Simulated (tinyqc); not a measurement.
Length of a molecular wire: coherent transport through a tight-binding bridge. Computed by the program tinyqc. T = Gamma_L Gamma_R |G_1n|^2 with the self-energies of semi-infinite chains.

A uniform bridge between two chains:
```
parameter,value
site energy (eV),2.650000
hopping in the bridge (eV),0.700000
lead hopping (eV),1.650000
couplings (eV),"1.05, 1.03"
E (eV),-0.470000
```

Transmission against length:
```
sites,T,ln T
2,9.8818e-03,-4.6171
3,5.5713e-04,-7.4927
4,3.1289e-05,-10.3722
5,1.7569e-06,-13.2520
6,9.8645e-08,-16.1317
8,3.1099e-10,-21.8913
9,1.7462e-11,-24.7710
10,9.8045e-13,-27.6508
```

Estimate the missing row, sites = 7.

Computed row:
```
sites           T      ln T
7      5.5388e-09  -19.0115
```

E lies outside the band of the bridge (|E - e|/2h = 2.229 > 1), so T decays as exp(-beta n) with beta = 2 arccosh(2.229) = 2.8798 a site; the last two rows give 2.8798.
